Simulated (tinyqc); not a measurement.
Polytypes by hexagonality, and a cubic inclusion as a quantum well, step by step. Values are carried at full precision from step to step, so a last printed digit may differ when a step is redone from the rounded ones.

A layer is h if its two neighbours in the periodic sequence sit on the same site, k otherwise; the hexagonality h is the share of h layers.

Constants: hbar^2/2m0 = 3.80998211 eV angstrom^2.

Values chosen for the exercise (of the order of those of GaN; the results hold for these values, not for the real material):
- E3 = 3.291 eV (gap of the cubic polytype)
- E2 = 3.509 eV (gap of 2H)
- Ev2 = 0.069 eV (valence top of 2H above that of 3C)
- P2 = -0.0165 C/m^2 (spontaneous polarisation of 2H)
- m = (0.211, 0.192) m0 (electron mass along c in the cubic layer and in the host)
- d = 2.591 angstrom (thickness of a double layer)
- eps = 9.3 (dielectric constant)
- N = 2 (double layers in the cubic inclusion)

## Hexagonality

Stacking sequences:
```
polytype               sequence
21R       ABCACBACABCBACBCABACB
4H                         ABCB
6H                       ABCACB
2H                           AB
9R                    ABCBCACAB
```

Give the h/k string and h of each.

Hexagonality:
```
polytype             h/k string       h
21R       hkkhkkkhkkhkkkhkkhkkk  0.2857
4H                         hkhk  0.5000
6H                       hkkhkk  0.3333
2H                           hh  1.0000
9R                    hkhhkhhkh  0.6667
```

## Gaps and band edges

Gap: E3 + (E2 - E3) h. Valence top Ev2 h and polarisation P2 h, both counted from 3C; Ec = Ev + gap.

Evaluate for each polytype.

Results:
```
polytype  gap (eV)  Ev (eV)  Ec (eV)  P (C/m^2)
21R         3.3533   0.0197   3.3730   -0.00471
4H          3.4000   0.0345   3.4345   -0.00825
6H          3.3637   0.0230   3.3867   -0.00550
2H          3.5090   0.0690   3.5780   -0.01650
9R          3.4363   0.0460   3.4823   -0.01100
```

The widest gap is that of 2H, the narrowest that of 21R. Ev and Ec both rise with h, so 3C collects electrons and the more hexagonal side holes: a staggered line-up.

## The bound level without the field

A cubic inclusion of width L = N d in the host (h = 1) is a well of depth V = Ec(host) - Ec(3C). Square well with mass mismatch: k tan(k L/2) = (m_w/m_b) q, k = sqrt(m_w E/c), q = sqrt(m_b (V - E)/c), c = hbar^2/2m0, lowest root. The depth of the level, V - E, is its binding, and the transition to the valence top of the host is gap(host) - (V - E). The step in polarisation gives a field |F| = |P|/(eps eps0) in a thin inclusion, eps0 = 8.8541878e-12 F/m.

Give V, L, the level E, its depth below the host conduction edge and the transition to the valence top of the host, gap(host) - (V - E).

V = 0.2870 eV
L = 5.182 angstrom
E above the bottom = 0.2622 eV
depth below the host edge = 0.0248 eV
transition = 3.4842 eV

The level keeps 9 % of the well depth. The transition lies above the gap of 3C itself (3.291 eV). At a few layers the effective-mass picture is only a guide.

## The polarisation field

Give |F|, the drop |F| L, the bound charge |P|/e per cm^2 (e = 1.602176634e-19 C), and, as a first estimate, the shift -|F| L/2 of the transition for an electron centred in the layer and a hole in the host on the high side.

|F| = 2.004 MV/cm
drop = 103.8 meV
bound charge = 1.03e+13 cm^-2
estimated shift = -51.9 meV

The drop is 36 % of the well depth. The host edge on the low side sinks by 52 meV against the centre, more than the 25 meV by which the flat well binds, so the level may not survive the field and the estimate must be checked.

## Checks

- Square-well root against finite differences on a grid of 0.5 angstrom (eV): both 0.262.

Run: tinyqc, `OMP_NUM_THREADS=1 python tinyqc.py 1851171 1851172 out.jsonl`; Intel(R) Xeon(R) Processor @ 2.30GHz, one thread, shared host; about 0.06 s of CPU time with all checks.
